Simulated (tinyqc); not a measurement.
Through the band inversion: Shockley state of an s-p chain by decimation.

Each site has s at -d/2 and p at +d/2: H0 = diag(-d/2, d/2). The block to the next site on the right is H1 = [[-ts, u], [-u, tp]] (rows s, p of site n; columns s, p of site n + 1). Bulk: H(k) = [[-d/2 - 2 ts cos k, 2i u sin k], [-2i u sin k, d/2 + 2 tp cos k]]. The bands are inverted at k = pi if d < 2 (ts + tp).

Inputs chosen for the exercise: ts = 0.63 eV (s-s hopping); tp = 0.89 eV (p-p hopping); u = 0.68 eV (s-p hopping).

d = f 2 (ts + tp). Gap edges from 201 k points; levels in the gap from an open chain of 60 sites (their mean, and the weight on the two end sites summed over them, divided by their number); a dash: none.

Against d:
```
f     d (eV)  top of lower band (eV)  bottom of upper band (eV)  levels in the gap  mean level (eV)  end weight
0.10   0.304                 -1.3548                     1.1080                  2          -0.0260       0.988
0.30   0.912                 -1.3217                     0.8040                  2          -0.0780       0.908
0.50   1.520                 -1.0200                     0.5000                  2          -0.1300       0.748
0.70   2.128                 -0.7160                     0.1960                  2          -0.1820       0.509
0.85   2.584                 -0.4880                    -0.0320                  2          -0.2210       0.277
1.15   3.496                 -0.4880                    -0.0320                  0                -           -
1.30   3.952                 -0.7160                     0.1960                  0                -           -
1.60   4.864                 -1.1720                     0.6520                  0                -           -
```

What can be read from this table?

Levels in the gap appear for f = 0.1, 0.3, 0.5, 0.7 and 0.85 and for none of the other rows; the gap closes at f = 1. The level lies at -0.0260 eV for f = 0.1 and -0.2210 eV for f = 0.85, on the line E = d (ts - tp)/(2 (ts + tp)), and its end weight goes from 0.99 to 0.28: no shift of the surface potential is needed, the inversion alone binds it.

tinyqc: `OMP_NUM_THREADS=1 python tinyqc.py 1451213 1451214 out.jsonl`; about 0.2 s, one thread, shared Intel(R) Xeon(R) Processor @ 2.30GHz.
